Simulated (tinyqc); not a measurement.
Tunnelling through a two-layer gate stack, WKB transmission and Tsu-Esaki current: two steps of the calculation.

Electrons leave the emitter at x = 0. Energies E (motion across the layers) are in eV from the emitter Fermi level; the collector Fermi level lies at -V and offers states at every E. No charge in the dielectric and no image force: F1 = V/(t1 + t2 eps1/eps2), F2 = F1 eps1/eps2; U = phi1 - F1 x in layer 1 and phi2 - F1 t1 - F2 (x - t1) in layer 2. With C = hbar^2/(2 m0), kappa = sqrt(m (U - E)/C) where U > E and 0 elsewhere; T(E) = exp(-S), S = 2 times the integral of kappa over x.

Inputs (values chosen for the exercise); layer 1 close to silicon dioxide, layer 2 close to zirconium oxide:
- phi1 = 3.25 eV (barrier of layer 1 above the emitter Fermi level at zero bias)
- m1 = 0.5 m0 (tunnelling mass of layer 1)
- t1 = 0.7 nm (thickness of layer 1)
- eps1 = 3.81 (relative permittivity of layer 1)
- phi2 = 1.41 eV (barrier of layer 2 at zero bias)
- m2 = 0.25 m0 (tunnelling mass of layer 2)
- t2 = 2.2 nm (thickness of layer 2)
- eps2 = 25.5 (relative permittivity of layer 2)
- V = 0.7 V (voltage across the dielectric)
- E = 0.03 eV (energy of the electron followed)
- nc = 5 (cells in each layer)

Constants: q = 1.602176634e-19 C, hbar = 1.054571817e-34 J s, m0 = 9.1093837015e-31 kg, hbar^2/(2 m0) = 0.0380998212 eV nm^2. Results are converted to the units shown.

Problem 1. WKB exponent by the midpoint rule. Cut each layer into nc equal cells, take U and kappa at the cell centres, and sum S = 2 sum kappa h.

Find: x; U; kappa; S; T(E).

Solution 1.

```
cell  x (nm)  U (eV)  kappa (1/nm)
0      0.070   3.202         6.452
1      0.210   3.107         6.355
2      0.350   3.012         6.256
3      0.490   2.917         6.155
4      0.630   2.821         6.052
5      0.920   0.911         2.405
6      1.360   0.867         2.343
7      1.800   0.822         2.279
8      2.240   0.777         2.214
9      2.680   0.732         2.147
```

S = 18.78
T(E) = 7.003e-9

Problem 2. WKB exponent in closed form. Each layer adds (2/F) sqrt(m/C) [G(u at its left edge) - G(u at its right edge)] to S, with u = U - E (0 where negative) and G(u) = (2/3) u^1.5. The slope follows from 1/d = -dS/dE.

Give: S; T(E); energy d over which T(E) grows by a factor e.

Solution 2.

S = 18.78
T(E) = 7.006e-9
energy d over which T(E) grows by a factor e = 0.1279 eV

The midpoint rule gives S = 18.777, so its T(E) is 0.043 % below this value. The band edge stays above E through the whole stack: direct tunnelling through a trapezoid.

Numbers from tinyqc (`OMP_NUM_THREADS=1 python tinyqc.py 2540009 2540010 out.jsonl`; about 0.03 s on one thread of a shared Intel Xeon 2.30GHz).
